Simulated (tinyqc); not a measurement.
# Inputs raised by 10 %, one at a time

Model: dopants and charged point defects at anneal temperature: Fermi-level effect, clustering and pairing. Computed by tinyqc, a small Python program. Command: `OMP_NUM_THREADS=1 python tinyqc.py 3024495 3024496 out.jsonl pairing sens`. One thread of a shared host (Intel(R) Xeon(R) Processor @ 2.30GHz), about 0.02 s of CPU time with the checks.

Boltzmann statistics and full ionisation of active dopants. Energies are counted from the valence band; the defect (a vacancy or self-interstitial) has five charge states, with all degeneracy factors one.

Inputs (values chosen for the exercise, with bands modelled on 4H-SiC):
```
quantity                                         value    unit
gap at 0 K E_g0                                    3.3      eV
Varshni alpha                                 0.000332    eV/K
Varshni beta                                       674       K
electron mass m_e                                0.379     m_0
valleys M_c                                          3       -
hole mass m_h                                     2.04     m_0
anneal temperature T                              1450       K
total dopant density N                         1.3e+19   cm^-3
formation enthalpy of the neutral defect H_f      4.04      eV
formation entropy S_f                              3.6     k_B
site density N_s                               3.1e+22   cm^-3
intrinsic dopant diffusivity D_i               8.9e-17  cm^2/s
anneal time t                                        2       s
pair binding energy E_b                           0.69      eV
pair configurations Z                                6       -
storage temperature T_2                            330       K
impurity diffusion prefactor D_0               0.00014  cm^2/s
impurity migration energy E_m                     0.87      eV
dielectric constant eps                           9.52       -
active dopant density in the stored part N_2   1.1e+15   cm^-3
```

Dopant: donor. Second part: pairing with a mobile impurity.

defect levels as fractions of E_g(T): (2+/+), (+/0), (0/-), (-/2-): 0.16  0.34  0.44  0.91

Constants: m_0 = 9.1093837015e-31 kg; k_B = 1.380649e-23 J/K; h = 6.62607015e-34 J s; k_B = 8.617333262e-05 eV/K; e^2/(4 pi eps_0) = 14.39964548 eV angstrom.

Method:
- E_g = E_g0 - alpha T^2/(T + beta).
- N_c = 2 M_c (2 pi m_e k_B T/h^2)^(3/2) and N_v = 2 (2 pi m_h k_B T/h^2)^(3/2), masses in units of m_0.
- n_i = sqrt(N_c N_v) exp(-E_g/2 k_B T); E_i = E_g/2 + (k_B T/2) ln(N_v/N_c).
- No clustering: A = N.
- n = A/2 + sqrt(A^2/4 + n_i^2) for an active density A.
- chi = n/n_i (for acceptors n_i/p); E_F = E_i + k_B T ln chi; field enhancement h = 1 + A/sqrt(A^2 + 4 n_i^2).
- C_0 = N_s exp(S_f/k_B) exp(-H_f/k_B T). Ratios to the neutral state at E_F = E_i: r_+ = exp((E(+/0) - E_i)/k_B T), r_2+ = r_+ exp((E(2+/+) - E_i)/k_B T), r_- = exp((E_i - E(0/-))/k_B T), r_2- = r_- exp((E_i - E(-/2-))/k_B T); at other E_F state q scales as chi^(-q). The enhancement is sum r_q chi^(-q)/sum r_q. The charge on the defects is left out of neutrality.
- If every charge state of the defect carries the dopant equally well, D = D_i x enhancement x h x (active share A/N, a rough stand-in that overstates the dA/dN which immobile clusters call for), D_i being an input held fixed when T or H_f is moved; diffusion length 2 sqrt(D t).
- An oppositely charged mobile impurity (density M) pairs with the dopant: pairs/free = Z (N_2/N_s) exp(E_b/k_B T_2) for M << N_2; capture radius R = e^2/(4 pi eps eps_0 k_B T_2); D_m = D_0 exp(-E_m/k_B T_2); association rate 4 pi R D_m N_2; dissociation rate = association rate/(pairs/free); tau = 1/(sum of both).
- Trapping slows long-range motion to D_m/(1 + pairs/free).

Runs:
```
input moved                                              from        to  D/D_i  diffusion length (nm)  pairing time constant (s)  paired share
base run                                                    -         -  14164                 31.756                 1.8796e+07       0.99986
total dopant density N (cm^-3)                        1.3e+19  1.43e+19  16160                 33.920                 1.8796e+07       0.99986
pair binding energy E_b (eV)                             0.69     0.759  14164                 31.756                 1.8799e+07       0.99999
gap at 0 K E_g0 (eV)                                      3.3      3.63  59289                 64.972                 1.8796e+07       0.99986
intrinsic dopant diffusivity D_i (cm^2/s)             8.9e-17  9.79e-17  14164                 33.306                 1.8796e+07       0.99986
anneal time t (s)                                           2       2.2  14164                 33.306                 1.8796e+07       0.99986
active dopant density in the stored part N_2 (cm^-3)  1.1e+15  1.21e+15  14164                 31.756                 1.7088e+07       0.99988
impurity migration energy E_m (eV)                       0.87     0.957  14164                 31.756                 4.0063e+08       0.99986
```

Exponents ln(y'/y) / ln(x'/x):
```
input                                          D/D_i  diffusion length  pairing time constant  paired share
total dopant density N                         1.383             0.692                  0.000         0.000
pair binding energy E_b                        0.000             0.000                  0.001         0.001
gap at 0 K E_g0                               15.022             7.511                  0.000         0.000
intrinsic dopant diffusivity D_i               0.000             0.500                  0.000         0.000
anneal time t                                  0.000             0.500                  0.000         0.000
active dopant density in the stored part N_2   0.000             0.000                 -1.000         0.000
impurity migration energy E_m                  0.000             0.000                 32.099         0.000
```

Which inputs matter most for each result?

Among the inputs moved here: D/D_i answers most in size to gap at 0 K E_g0 (exponent +15.022), next to total dopant density N (+1.383); its exponent is below 0.0005 for pair binding energy E_b, intrinsic dopant diffusivity D_i, anneal time t, active dopant density in the stored part N_2, impurity migration energy E_m. Diffusion length answers most in size to gap at 0 K E_g0 (exponent +7.511), next to total dopant density N (+0.692); its exponent is below 0.0005 for pair binding energy E_b, active dopant density in the stored part N_2, impurity migration energy E_m. Its exponent +0.500 in intrinsic dopant diffusivity D_i: diffusion, sqrt(D t). Its exponent +0.500 in anneal time t: diffusion, sqrt(D t). Pairing time constant answers most in size to impurity migration energy E_m (exponent +32.099), next to active dopant density in the stored part N_2 (-1.000); its exponent is below 0.0005 for total dopant density N, gap at 0 K E_g0, intrinsic dopant diffusivity D_i, anneal time t. Its exponent -1.000 in active dopant density in the stored part N_2: association is diffusion-limited, rate 4 pi R D N_2. Paired share hardly depends on these (all exponents below 0.005).

Caution (all rows): so large an enhancement assumes that highly charged defects carry the dopant as well as neutral ones; measured enhancements are far smaller.
